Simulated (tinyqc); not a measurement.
# Doping from resistivity

Inverse problem. A uniform, uncompensated and fully ionised sample has rho = 1/(q N mu), mu = m1 + (m2 (T/300 K)^(-bt) - m1)/(1 + (N/Nr)^am). Find N, mu and the diffusion coefficient mu Vt.

Parameters, values chosen for the exercise:
```
symbol,value,unit,meaning
T,300,K,temperature
m1,15.8,cm^2/(V s),mobility limit at high doping
m2,119,cm^2/(V s),"mobility limit at low doping, at 300 K"
Nr,1.77e19,cm^-3,reference doping of the mobility law
am,0.345,,exponent of the mobility law
bt,2,,temperature exponent of m2
```

Constants: q = 1.602176634e-19 C, kB = 1.380649e-23 J/K, Vt = kB T/q. Results are converted to the units shown.

resistivity = 1.1236464 ohm cm

Answer. With am below 1 the product N mu rises steadily with N, so one doping matches; it is found by iterating N = 1/(q rho mu(N)).

N = 5.20e16 cm^-3
mu = 107 cm^2/(V s)
diffusion coefficient = 2.76 cm^2/s

Numbers from tinyqc (`OMP_NUM_THREADS=1 python tinyqc.py 2110092 2110093 out.jsonl`; about 0.01 s on one thread of a shared Intel Xeon 2.30GHz).
